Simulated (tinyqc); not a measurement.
# A discretised effective-mass wire between two leads, recursive Green functions: two studies

Finite differences on a grid of step a give a chain with hopping -t, t = C/(m a^2), C = hbar^2/(2 m0), and site energies 2 t + U_i for the N = 6 sites of the device; the semi-infinite leads have site energy 2 t. Each slice is one site, and V = -t couples neighbouring slices.

Values chosen for this exercise: effective mass m = 0.29 m0; grid step a = 0.093 nm; potential on the sites 1 to N U = [0, 2.688, 4.032, 4.032, 2.688, 0] eV; energy above the band bottom of the leads E = 4.73 eV.

Constants: q = 1.602176634e-19 C, hbar = 1.054571817e-34 J s, m0 = 9.1093837015e-31 kg, hbar^2/(2 m0) = 0.0380998212 eV nm^2. Results are converted to the units shown.

Each table varies one quantity; the others keep the values above.

## The device repeated

Sigma = t^2 g(E - 2 t), g(x) = (x - i sqrt(4 t^2 - x^2))/(2 t^2) for |x| < 2 t and (x - sign(x) sqrt(x^2 - 4 t^2))/(2 t^2) otherwise; Gamma = i (Sigma - Sigma^dagger); both leads give the same. Forward pass: g_1 = (E - H_1 - Sigma)^(-1), g_i = (E - H_i - V g_(i-1) V^dagger)^(-1), with Sigma also subtracted on the last slice; G_(i,1) = g_i V G_(i-1,1), starting from g_1. H_i is the block of slice i, its site energy. T(E) = Tr[Gamma G_(N,1) Gamma G_(N,1)^dagger]. The list U is repeated k times, so the device has k N slices.

The device repeated:
```
k     T(E)  ln T(E)
1   0.6669  -0.4052
2   0.3751  -0.9805
3   0.2687   -1.314
4   0.2522   -1.378
5   0.3092   -1.174
6   0.4964  -0.7004
8   0.8749  -0.1337
10  0.3044   -1.190
12  0.2713   -1.305
```

T(E) moves between 0.252 and 0.875 and does not die away: at least one band of the periodic structure that the repeats form is open at this energy.

## Transmission against energy

Same model as above.

Transmission against energy:
```
E (eV)  open modes     T(E)  T(E) per open mode
0.121            1  0.01660             0.01660
0.783            1   0.1118              0.1118
1.445            1   0.2121              0.2121
2.107            1   0.3137              0.3137
2.769            1   0.4131              0.4131
3.431            1   0.5070              0.5070
4.092            1   0.5929              0.5929
4.754            1   0.6695              0.6695
5.416            1   0.7359              0.7359
6.078            1   0.7923              0.7923
6.74             1   0.8391              0.8391
7.402            1   0.8774              0.8774
8.064            1   0.9081              0.9081
```

Read the table: what changes, and by how much?

T(E) lies between 0.0166 (E = 0.121 eV) and 0.908 (E = 8.064 eV) in these rows. The leads offer 1 open mode(s), of which the mean share 0.54 is transmitted.

tinyqc, about 0.02 s, one thread, Intel Xeon 2.30GHz (shared host): `OMP_NUM_THREADS=1 python tinyqc.py 2660135 2660136 out.jsonl`
